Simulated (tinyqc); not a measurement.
Worked calculation: Tersoff bond-order potential. Computed by tinyqc, a small Python program that keeps every step. Command: `OMP_NUM_THREADS=1 python tinyqc.py 3020598 3020599 out.jsonl tersoff walk`. One thread of a shared host (Intel(R) Xeon(R) Processor @ 2.30GHz), about 0.01 s of CPU time with the checks. Intermediate numbers are printed to about 5 digits and carried at full precision; extremes and crossings named in words are read from the listed rows.

E = (1/2) sum_(i, j != i) [A exp(-lambda r_ij) - b_ij B exp(-mu r_ij)], b_ij = (1 + (beta zeta_ij)^n)^(-1/(2n)), zeta_ij = sum_(k != i, j) g(theta_ijk), g = 1 + c^2/d^2 - c^2/(d^2 + (h - cos theta)^2), with theta at atom i. Only nearest neighbours count (cut-off function 1 for them, 0 beyond).

Inputs (values chosen for the exercise, modelled on silicon): A = 1860.5 eV; B = 464.13 eV; lambda = 2.4799 1/angstrom; mu = 1.7322 1/angstrom; beta = 1.13e-06; n = 0.7786; c = 103100; d = 16.06; h = -0.5924; bond length r_12 = 2.44 angstrom; bond length r_13 = 2.37 angstrom; angle theta at atom 1 = 103 degrees.

Constants: 1 eV/angstrom^3 = 160.2176634 GPa.

## An open trimer

Atom 1 binds atoms 2 and 3, which do not interact. b_12 = b_13 follow from zeta = g(theta); b_21 = b_31 = 1. E = sum over the two bonds of A exp(-lambda r) - (b + 1)/2 B exp(-mu r).

g(theta) = 21564

bond order b_12 = 0.96593

repulsive terms (eV): [4.3826, 5.2134]

attractive terms B exp(-mu r) (eV): [6.7774, 7.6511]

energy of the trimer = -4.5867 eV

g is least (g = 1) at cos theta = h, 126.3 degrees, wider than the tetrahedral 109.47.

## The diamond lattice

zeta = 3 g(cos theta = -1/3). With z equal bonds of order b, r = ln(lambda A/(mu b B))/(lambda - mu) and E per atom = -(z/2) b B exp(-mu r)(1 - mu/lambda). a0 = 4 r/sqrt3; B0 = phi''(r)/(3 a0) with phi'' = mu (lambda - mu) b B exp(-mu r), since b does not change under uniform scaling.

zeta = 32167

bond order b = 0.95421

bond length = 2.3995 angstrom

energy per atom of the diamond lattice = -4.1829 eV

lattice constant a0 = 5.5415 angstrom

bulk modulus B0 = 86.584 GPa

## Elastic constants of the diamond lattice

Second derivatives of the energy per atom, volume V = a0^3/8: e_xx gives C11; e_xx = -e_yy gives 2 (C11 - C12); e_xy = e_yx = s/2 with a sublattice shift u_z gives C44 = (E_ss - E_su^2/E_uu)/V and Kleinman's parameter |E_su/E_uu|/(a0/4).

C11 = 129.82 GPa

C12 = 64.967 GPa

C44 = 65.011 GPa

Kleinman's parameter = 0.65483

## Unrelaxed vacancy

Each of the four neighbours loses one bond; its three other bonds now have zeta = 2 g, for the direction that starts at it. E_v = -E + 12 x (1/2)(b(3g) - b(2g)) B exp(-mu r), where -E is the pair-like cost.

b(2g) = 0.96607

unrelaxed vacancy energy E_v = 3.6655 eV

Stronger back bonds return 0.517 eV, so E_v is 88 % of the cohesive energy.

## Energy against coordination

Angles seen from one bond (cos theta: count): chain -1: 1; graphitic -1/2: 2; diamond -1/3: 3; square net 0: 2, -1: 1; simple cubic 0: 4, -1: 1; bcc 1/3: 3, -1/3: 3, -1: 1; fcc 1/2: 4, 0: 2, -1/2: 4, -1: 1.

Relaxed structures:
```
structure      z        zeta       b  r (angstrom)  E per atom (eV)  E per bond (eV)
dimer          1           0  1.0000        2.3368          -1.2216          -2.4432
chain          2  2.6530e+04  0.9603        2.3911          -2.1358          -2.1358
graphitic      3  2.7303e+03  0.9929        2.3463          -3.5797          -2.3864
diamond        4  3.2167e+04  0.9542        2.3995          -4.1829          -2.0914
square net     4  1.3853e+05  0.8728        2.5188          -3.1116          -1.5558
simple cubic   6  2.5053e+05  0.8153        2.6100          -3.7234          -1.2411
bcc            8  4.6814e+05  0.7368        2.7454          -3.5483          -0.8871
fcc           12  9.0319e+05  0.6375        2.9390          -3.2928          -0.5488
```

The lowest are diamond, simple cubic and graphitic, the first two 0.459 eV apart. The bond order falls from 1 to 0.637 and the bond weakens from -2.44 to -0.55 eV, as b^(lambda/(lambda - mu)) with exponent 3.32. With the same z = 4 the square net lies 1.07 eV above diamond, from its angles alone. Caution: in bcc and other dense structures second neighbours can fall inside the usual cut-off; they are left out here.

Checks made by the program: (C11 + 2 C12)/3 against B0 (relative difference 3e-09).
